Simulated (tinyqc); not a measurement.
Worked calculation: exchange-only LDA atom on a uniform radial grid, spin-unpolarised, for He. Computed by tinyqc, a small Python program that keeps every step. Settings: Z = 2, points = 256, R = 11.1, functional = Slater exchange alone, mixing = 0.2, iteration cap = 78. Command: `OMP_NUM_THREADS=1 python tinyqc.py 27970 27971 out.jsonl` (the two numbers bound the seeds that draw the settings). One thread of a shared host (Intel(R) Xeon(R) Processor @ 2.60GHz), about 0.8 s of CPU time with the checks. Later iterations appear only in the table of the cycle.

## Iteration 1

Spherical atom on a uniform radial grid r_j = j h with h = R/(N + 1), h sum u^2 = 1 and integrals as h times sums, u(0) = u(R) = 0 (atomic units):
```
parameter            value
Z                        2
points N               256
R                11.100000
h                 0.043191
mixing            0.200000
electrons in 1s          2
```

Three-point differences turn -u''/2 + [l(l+1)/2r^2 - Z/r + V] u = e u into a tridiagonal matrix (diagonal 1/h^2 + potential, off-diagonal -1/2h^2). D = sum f u^2; the Hartree potential y/r solves y'' = -D/r with y(0) = 0, y(R) = N_e; v_xc comes from rho = D/(4 pi r^2); E = sum f e - int D V + int D (V_H/2 + eps_xc); V(new) = V + mixing (V_H + v_xc - V).

eigenvalues (hartree): [-1.996283]

Every 16th grid point:
```
r              V in     u(1s)         D       V_H       v_xc
0.691051   0.000000  0.981257  1.925730  2.459079  -0.674185
1.382101   0.000000  0.493535  0.487153  1.425345  -0.268606
2.073152   0.000000  0.186172  0.069320  0.963463  -0.107017
2.764202   0.000000  0.062425  0.007794  0.723461  -0.042637
3.455253   0.000000  0.019623  0.000770  0.578824  -0.016987
4.146304   0.000000  0.005922  0.000070  0.482357  -0.006768
4.837354   0.000000  0.001737  0.000006  0.413449  -0.002696
5.528405   0.000000  0.000499  4.99e-07  0.361768  -0.001074
6.219455   0.000000  0.000141  3.99e-08  0.321572  -0.000428
6.910506   0.000000  0.000039  3.12e-09  0.289414  -0.000171
7.601556   0.000000  0.000011  2.38e-10  0.263104  -0.000068
8.292607   0.000000  3.00e-06  1.79e-11  0.241179  -0.000027
8.983658   0.000000  8.16e-07         0  0.222626   0.000000
9.674708   0.000000  2.20e-07         0  0.206725   0.000000
10.365759  0.000000  5.59e-08         0  0.192943   0.000000
11.056809  0.000000  2.42e-09         0  0.180884   0.000000
```

total energy = -2.56524887 hartree

## Iteration 2

As before.

eigenvalues (hartree): [-1.642594]

Every 16th grid point:
```
r              V in     u(1s)         D       V_H       v_xc
0.691051   0.356979  0.968712  1.876804  2.412334  -0.668426
1.382101   0.231348  0.521591  0.544114  1.418917  -0.278692
2.073152   0.171289  0.214432  0.091962  0.962767  -0.117590
2.764202   0.136165  0.079098  0.012513  0.723393  -0.049926
3.455253   0.112367  0.027523  0.001515  0.578818  -0.021285
4.146304   0.095118  0.009234  0.000171  0.482357  -0.009101
4.837354   0.082151  0.003022  0.000018  0.413449  -0.003900
5.528405   0.072139  0.000971  1.89e-06  0.361768  -0.001674
6.219455   0.064229  0.000308  1.90e-07  0.321572  -0.000720
6.910506   0.057849  0.000097  1.86e-08  0.289414  -0.000310
7.601556   0.052607  0.000030  1.80e-09  0.263104  -0.000133
8.292607   0.048230  0.000009  1.72e-10  0.241179  -0.000057
8.983658   0.044525  2.84e-06  1.61e-11  0.222626  -0.000025
9.674708   0.041345  8.60e-07         0  0.206725   0.000000
10.365759  0.038589  2.42e-07         0  0.192943   0.000000
11.056809  0.036177  1.11e-08         0  0.180884   0.000000
```

total energy = -2.62190991 hartree

## Convergence

Stop when input and output potentials agree to 1e-7.

Course of the cycle (hartree):
```
iteration            E      e(1s)  largest |V(out) - V(in)|
1          -2.56524887  -1.996283                  2.44e+00
2          -2.62190991  -1.642594                  1.85e+00
3          -2.65900747  -1.373616                  1.39e+00
4          -2.68256557  -1.169216                  1.04e+00
5          -2.69708551  -1.013954                  7.78e-01
6          -2.70578571  -0.896025                  5.79e-01
7          -2.71086640  -0.806422                  4.30e-01
8          -2.71376734  -0.738293                  3.20e-01
9          -2.71539274  -0.686436                  2.38e-01
10         -2.71628990  -0.646909                  1.78e-01
11         -2.71677960  -0.616727                  1.34e-01
...                ...        ...                       ...
62         -2.71735812  -0.515201                  8.29e-07
63         -2.71735812  -0.515200                  6.60e-07
64         -2.71735812  -0.515200                  5.26e-07
65         -2.71735812  -0.515200                  4.19e-07
66         -2.71735812  -0.515200                  3.34e-07
67         -2.71735812  -0.515200                  2.66e-07
68         -2.71735812  -0.515200                  2.12e-07
69         -2.71735812  -0.515200                  1.69e-07
70         -2.71735812  -0.515200                  1.35e-07
71         -2.71735812  -0.515200                  1.07e-07
72         -2.71735812  -0.515200                  8.56e-08
```

Converged in 72 iterations. A uniform grid resolves the cusp poorly: for a bare nucleus this grid gives 1s at -1.99628 against -Z^2/2 = -2 hartree. Before convergence this energy mixes input and output and is not variational, so it may rise towards its limit.
